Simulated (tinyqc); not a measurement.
Changing the specularity p: size effects in the resistivity of thin metal films and interconnect lines. Computed by tinyqc, a small Python program. Command: `OMP_NUM_THREADS=1 python tinyqc.py 3030467 3030468 out.jsonl size sweep`. One thread of a shared host (Intel(R) Xeon(R) Processor @ 2.30GHz), about 0.01 s of CPU time with the checks.

Electrons lose their drift at surfaces (a share 1 - p of the hits) and at grain boundaries (reflection R), besides bulk scattering. The line sits in a trench with a non-conducting liner on both walls and the bottom; the spacing equals the drawn width.

Inputs (values chosen for the exercise, modelled on silver):
```
quantity                          value         unit
bulk resistivity rho_b             1.59  microohm cm
bulk mean free path lambda         51.8           nm
grain-boundary reflection R        0.45            -
drawn line width w                   36           nm
grain size over metal width         1.1            -
aspect ratio (height over width)    2.4            -
liner thickness t                   0.7           nm
line length                          20   micrometre
permittivity of the dielectric k    3.8            -
```

Geometry: line.

Constants: eps_0 = 8.8541878128e-12 F/m.

Method:
- Metal width w_m = w - 2t, height h_m = (aspect ratio) w - t, grain size D = (ratio) w_m.
- Mayadas-Shatzkes: alpha = (lambda/D) R/(1 - R); rho_b/rho = 1 - 3 alpha/2 + 3 alpha^2 - 3 alpha^3 ln(1 + 1/alpha).
- Fuchs-Sondheimer film: rho_b/rho = 1 - (3/(2 kappa))(1 - p) int_0^1 (s - s^3)(1 - exp(-kappa/s))/(1 - p exp(-kappa/s)) ds, f = rho/rho_b, kappa = thickness/lambda, 80 Gauss-Legendre points.
- Line: the excess of a film of thickness w_m and of a film of thickness h_m are added, rho/rho_b = 1 + (f(w_m) - 1) + (f(h_m) - 1), an estimate that holds best when both sides exceed lambda.
- Total: rho = rho_b [1 + surface excess + grain excess]; resistance per length rho/(w_m h_m); capacitance per length C = 2 k eps_0 (aspect ratio + 1/2), a parallel-plate estimate for two neighbours plus a fixed term for the planes above and below; delay 0.38 R C L^2; effective resistivity per drawn area.

One run for each value:
```
specularity p  resistivity rho (microohm cm)  rho/rho_b from surfaces
0.00                                  5.5578                   1.9648
0.15                                  5.2798                   1.7899
0.30                                  5.0227                   1.6282
0.45                                  4.7836                   1.4779
0.60                                  4.5601                   1.3373
0.75                                  4.3499                   1.2051
0.90                                  4.1510                   1.0800
0.99                                  4.0363                   1.0079
```

Over the rows, resistivity rho (microohm cm) falls from 5.56 to 4.04; rho/rho_b from surfaces falls from 1.96 to 1.01. Even nearly specular surfaces leave rho at 2.54 times the bulk value, the grain-boundary part.

Extremes, crossings and ranges named in words are read from the listed rows.
